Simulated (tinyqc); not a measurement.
Inside a calculation. Method: plane-wave Kohn-Sham cycle with exchange-only LDA in a layered model solid. Computed by tinyqc, a small Python program that keeps every step. Settings: points = 16, plane-wave index or count = 2, electrons = 2, k points = 4, area = 26.0, mixing = 0.5, iteration cap = 65, Pulay depth = 3. Command: `OMP_NUM_THREADS=1 python tinyqc.py 29446 29447 out.jsonl` (the two numbers bound the seeds that draw the settings). One thread of a shared host (Intel(R) Xeon(R) Processor @ 2.60GHz), about 0.01 s of CPU time with the checks. Later iterations appear only in the table of the cycle.

## Iteration 1: potential

A solid whose potential varies along x alone (atomic units):
```
parameter                      value
period a                    7.300000
cross-section of the cell  26.000000
electrons per cell                 2
grid points                       16
plane waves -n..n, n               2
k points                           4
V1 in V1 cos(2 pi x/a)     -0.580000
```

density at the start, on the grid x_j = j a/N (e/bohr^3): 0.01053741  0.01053741  0.01053741  0.01053741  0.01053741  0.01053741  0.01053741  0.01053741  0.01053741  0.01053741  0.01053741  0.01053741  0.01053741  0.01053741  0.01053741  0.01053741

V_H(G) = 4 pi rho(G)/G^2 for G != 0 (uniform background); v_x = -(3 rho/pi)^(1/3); V = V_ext + V_H + v_x; Fourier components f(G_m) = (1/N) sum_j f(x_j) exp(-i G_m x_j).

Potentials on the grid (hartree):
```
x             V_ext       V_H        v_x          V
0.000000  -0.580000  0.000000  -0.215891  -0.795891
0.456250  -0.535850  0.000000  -0.215891  -0.751741
0.912500  -0.410122  0.000000  -0.215891  -0.626013
1.368750  -0.221956  0.000000  -0.215891  -0.437848
1.825000          0  0.000000  -0.215891  -0.215891
2.281250   0.221956  0.000000  -0.215891   0.006065
2.737500   0.410122  0.000000  -0.215891   0.194231
3.193750   0.535850  0.000000  -0.215891   0.319959
3.650000   0.580000  0.000000  -0.215891   0.364109
4.106250   0.535850  0.000000  -0.215891   0.319959
4.562500   0.410122  0.000000  -0.215891   0.194231
5.018750   0.221956  0.000000  -0.215891   0.006065
5.475000          0  0.000000  -0.215891  -0.215891
5.931250  -0.221956  0.000000  -0.215891  -0.437848
6.387500  -0.410122  0.000000  -0.215891  -0.626013
6.843750  -0.535850  0.000000  -0.215891  -0.751741
```

V(G_m), m = 0, 1, 2, ... (hartree): -0.215891  -0.290000  0.000000  0.000000  0.000000

## Iteration 1: Hamiltonian at one k

k = 0.125000 2 pi / a

H(m,m') = (k + G_m)^2/2 delta + V(G_m - G_m'), with V(-G) = V(G).

H (hartree), lower triangle:
```
           -2         -1         +0         +1        +2
-2   1.086335
-1  -0.290000   0.067705
+0   0.000000  -0.290000  -0.210104
+1   0.000000   0.000000  -0.290000   0.252910
+2   0.000000   0.000000   0.000000  -0.290000  1.456746
```

## Iteration 1: levels at that k

Diagonalise the Hermitian matrix.

eigenvalues (hartree): -0.494656  0.071084  0.384064  1.167549  1.525553

## Iteration 1: new density

Motion across x is left out: the lowest 1 band(s) hold two electrons at each of the k points (j + 1/2)/nk - 1/2. Residual R = rho(out) - rho(in); rho(new) = rho(in) + 0.5 R. rho(out) = 2/(a A nk) sum |psi|^2 with psi = sum c exp(i G x). Harris energy E = band energy - dV sum rho (V_H/2 + v_x) + (3/4) dV sum rho v_x with rho(in), dV = a A/N, band energy = (2/nk) sum of the filled levels.

rho(out) (e/bohr^3): 0.03230145  0.02877359  0.02031082  0.01133639  0.00502374  0.00181853  0.00059091  0.00022112  0.00014688  0.00022112  0.00059091  0.00181853  0.00502374  0.01133639  0.02031082  0.02877359

density after iteration 1 (e/bohr^3): 0.02141943  0.01965550  0.01542411  0.01093690  0.00778057  0.00617797  0.00556416  0.00537927  0.00534214  0.00537927  0.00556416  0.00617797  0.00778057  0.01093690  0.01542411  0.01965550

energy per cell = -0.87811714 hartree

## Iteration 2: potential

As before.

Potentials on the grid (hartree):
```
x             V_ext        V_H        v_x          V
0.000000  -0.580000   0.140237  -0.273481  -0.713244
0.456250  -0.535850   0.126401  -0.265757  -0.675206
0.912500  -0.410122   0.089266  -0.245127  -0.565983
1.368750  -0.221956   0.039395  -0.218586  -0.401147
1.825000          0  -0.011828  -0.195132  -0.206960
2.281250   0.221956  -0.056188  -0.180692  -0.014923
2.737500   0.410122  -0.089358  -0.174498   0.146266
3.193750   0.535850  -0.109608  -0.172543   0.253698
3.650000   0.580000  -0.116396  -0.172145   0.291458
4.106250   0.535850  -0.109608  -0.172543   0.253698
4.562500   0.410122  -0.089358  -0.174498   0.146266
5.018750   0.221956  -0.056188  -0.180692  -0.014923
5.475000          0  -0.011828  -0.195132  -0.206960
5.931250  -0.221956   0.039395  -0.218586  -0.401147
6.387500  -0.410122   0.089266  -0.245127  -0.565983
6.843750  -0.535850   0.126401  -0.265757  -0.675206
```

V(G_m), m = 0, 1, 2, ... (hartree): -0.209393  -0.251498  -0.000972  0.000329  0.000233

## Iteration 2: Hamiltonian at one k

k = 0.125000 2 pi / a

As before.

H (hartree), lower triangle:
```
           -2         -1         +0         +1        +2
-2   1.092833
-1  -0.251498   0.074203
+0  -0.000972  -0.251498  -0.203606
+1   0.000329  -0.000972  -0.251498   0.259408
+2   0.000233   0.000329  -0.000972  -0.251498  1.463244
```

## Iteration 2: levels at that k

As before.

eigenvalues (hartree): -0.435083  0.090437  0.361546  1.154065  1.515117

## Iteration 2: new density

B (overlaps of the stored error matrices):
```
               1              2
1  2.0626257e-03  9.5520459e-04
2  9.5520459e-04  4.4343187e-04
```

Motion across x is left out: the lowest 1 band(s) hold two electrons at each of the k points (j + 1/2)/nk - 1/2. Residual R = rho(out) - rho(in); rho(new) = rho(in) + 0.5 R; Pulay mixing then takes sum c_i of the stored mixed densities, with c from B_ij = sum R_i R_j as in DIIS. rho(out) = 2/(a A nk) sum |psi|^2 with psi = sum c exp(i G x). Harris energy E = band energy - dV sum rho (V_H/2 + v_x) + (3/4) dV sum rho v_x with rho(in), dV = a A/N, band energy = (2/nk) sum of the filled levels.

rho(out) (e/bohr^3): 0.03115094  0.02794223  0.02015988  0.01170854  0.00552066  0.00218017  0.00078574  0.00031870  0.00021577  0.00031870  0.00078574  0.00218017  0.00552066  0.01170854  0.02015988  0.02794223

DIIS coefficients: -0.859186  1.859186

density after iteration 2 (e/bohr^3): 0.03046577  0.02735879  0.01982644  0.01165421  0.00567977  0.00246164  0.00112217  0.00067500  0.00057671  0.00067500  0.00112217  0.00246164  0.00567977  0.01165421  0.01982644  0.02735879

energy per cell = -0.79816313 hartree

## Convergence

Stop when sqrt(dV sum R^2) is below 1e-8, dV = a A/N.

Course of the cycle:
```
iteration  E (hartree)  norm of the residual
1          -0.87811714              1.56e-01
2          -0.79816313              7.25e-02
3          -0.77856470              4.07e-03
4          -0.77865044              1.54e-03
5          -0.77864744              2.64e-05
6          -0.77864744              4.60e-06
7          -0.77864744              2.17e-06
8          -0.77864744              6.68e-07
9          -0.77864744              2.35e-07
10         -0.77864744              9.49e-08
11         -0.77864744              2.04e-08
12         -0.77864744              9.70e-09
```

Converged in 12 iterations. Before convergence this energy mixes input and output and is not variational, so it may rise towards its limit.
